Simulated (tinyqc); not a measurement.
# Via and link resistance from two via chains

Inverse problem. A chain of 2000 vias joined by 2000 metal links has R = 2000 (Rv + Rlink), with Rlink proportional to the link length. Find Rv, Rlink for length L, and the value of Rv that the short chain would give if the links were ignored.

resistance of chains of 2000 links with link lengths L and 3 L (ohm): [29000, 52200]

Solution. R per link is a straight line in the link length; its intercept at zero length is Rv.

Rv = 8.700 ohm
Rlink = 5.800 ohm
Rv without correction = 14.50 ohm

Computed by the program tinyqc: `OMP_NUM_THREADS=1 python tinyqc.py 2750044 2750045 out.jsonl`, one thread of a shared Intel Xeon 2.30GHz, about 0.01 s for the whole run.
